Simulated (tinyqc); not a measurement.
From results back to parameters: finite square well with mass mismatch (envelope functions). Three cases, with inputs chosen for the exercise.

Problem. The lowest level of this well was computed from a hidden depth V0.

A square well of width L and depth V0, mass mw inside and mb outside, energies from the bottom of the well, c = hbar^2/2m0. k = sqrt(mw E/c), kappa = sqrt(mb (V0 - E)/c). psi and psi'/m are continuous at the walls (BenDaniel-Duke), so level n solves k L + 2 atan[(k/mw)/(kappa/mb)] = n pi.

Constants: hbar^2/2m0 = 3.80998211 eV angstrom^2.

Case 1.

Values chosen (out of a larger set: near those of a non-polar GaN well in AlN; not measured data): L = 66 angstrom (well width); mw = 0.201 m0 (mass in the well); mb = 0.332 m0 (mass in the barrier).

E1 = 0.034078 eV

Case 2.

Values chosen (out of a larger set: near those of an InGaAs well in InAlAs; not measured data): L = 67 angstrom (well width); mw = 0.0422 m0 (mass in the well); mb = 0.0733 m0 (mass in the barrier).

E1 = 0.086810 eV

Case 3.

Values chosen (out of a larger set: near those of an InGaAs well in InAlAs; not measured data): L = 110 angstrom (well width); mw = 0.0422 m0 (mass in the well); mb = 0.0758 m0 (mass in the barrier).

E1 = 0.042480 eV

Find: k; kappa; V0.

Solution. For n = 1 the condition reads kappa = (mb/mw) k tan(kL/2); then V0 = E1 + c kappa^2/mb.

Case 1.

k = 0.04240 1/angstrom
kappa = 0.4042 1/angstrom
V0 = 1.909 eV

Case 2.

k = 0.03101 1/angstrom
kappa = 0.0915 1/angstrom
V0 = 0.522 eV

Case 3.

k = 0.02169 1/angstrom
kappa = 0.0982 1/angstrom
V0 = 0.527 eV

Computed by tinyqc, one run a case: `OMP_NUM_THREADS=1 python tinyqc.py N N+1 out.jsonl` with N = 1280628, 1280631, 1280667; one thread of a shared Intel(R) Xeon(R) Processor @ 2.30GHz, about 0.01 s a run at most.
